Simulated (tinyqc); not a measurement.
Deformation potential from the mobility gain.

Inverse problem. Tension X along [100] raises the x valleys by D = Xu (s11 - s12) X against the y and z valleys. Their share is f = w/(w + 2), w = exp(-D/Vt), and for current along [100] mu/mu0 = [f/ml + (1 - f)/mt]/[(1/ml + 2/mt)/3]. Find f, D and Xu.

Inputs (values chosen for the exercise); values close to those of silicon: temperature T = 300 K; compliance s11 = 7.82 1/TPa; compliance s12 = -2.19 1/TPa; longitudinal mass ml = 0.943 m0; transverse mass mt = 0.184 m0.

Constants: q = 1.602176634e-19 C, kB = 1.380649e-23 J/K, Vt = kB T/q. Results are converted to the units shown.

mu/mu0 = 1.26576321
X = 450 MPa

Solution. The gain is linear in f; w = 2 f/(1 - f).

f = 0.0917
D = 41.4 meV
Xu = 9.18 eV

Numbers from tinyqc (`OMP_NUM_THREADS=1 python tinyqc.py 2530155 2530156 out.jsonl`; about 0.01 s on one thread of a shared Intel Xeon 2.30GHz).
